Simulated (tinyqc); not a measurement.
Metal-induced gap states at the contact of a metal chain and a two-band chain: one step. Pinning factor. Three cases, with inputs chosen for the exercise.

Task: Gap states per area N = 2 Ds/a^2 (two spins). Charge in them sits a distance xi from the metal, so S = 1/(1 + 4 pi e^2 N xi/eps), e^2 meaning e^2/(4 pi eps0); S is the change of the barrier per change of the metal work function.

Constants: e^2/(4 pi eps0) = 14.39964547 eV angstrom.

Give: N; 4 pi e^2 N xi/eps; S.

Case 1.

Values chosen (out of a larger set: gap and optical dielectric constant near those of GaN; the chain itself is a model; not measured data): a = 3.19 angstrom (period (two sites); one chain for each area a^2); eps = 5.4 (dielectric constant).

Ds, the density per spin summed over the semiconductor = 0.0900994 1/eV
xi, the decay length of the density = 2.31802 angstrom

Result:

N = 1.771e+14 1/(eV cm^2)
4 pi e^2 N xi/eps = 1.3755
S = 0.4210

Partial pinning, between the Bardeen (0) and Schottky (1) limits.

Case 2.

Values chosen (out of a larger set: gap and optical dielectric constant near those of GaAs; the chain itself is a model; not measured data): a = 4 angstrom (period (two sites); one chain for each area a^2); eps = 11 (dielectric constant).

Ds, the density per spin summed over the semiconductor = 0.2084580 1/eV
xi, the decay length of the density = 6.01312 angstrom

Result:

N = 2.606e+14 1/(eV cm^2)
4 pi e^2 N xi/eps = 2.5775
S = 0.2795

Partial pinning, between the Bardeen (0) and Schottky (1) limits.

Case 3.

Values chosen (out of a larger set: gap and optical dielectric constant near those of Si; the chain itself is a model; not measured data): a = 3.84 angstrom (period (two sites); one chain for each area a^2); eps = 11.3 (dielectric constant).

Ds, the density per spin summed over the semiconductor = 0.3642000 1/eV
xi, the decay length of the density = 13.24207 angstrom

Result:

N = 4.940e+14 1/(eV cm^2)
4 pi e^2 N xi/eps = 10.4748
S = 0.0871

Strong pinning, near the Bardeen limit S = 0.

Computed by tinyqc, one run a case: `OMP_NUM_THREADS=1 python tinyqc.py N N+1 out.jsonl` with N = 1481304, 1481407, 1481519; one thread of a shared Intel(R) Xeon(R) Processor @ 2.30GHz, about 0.01 s a run at most.
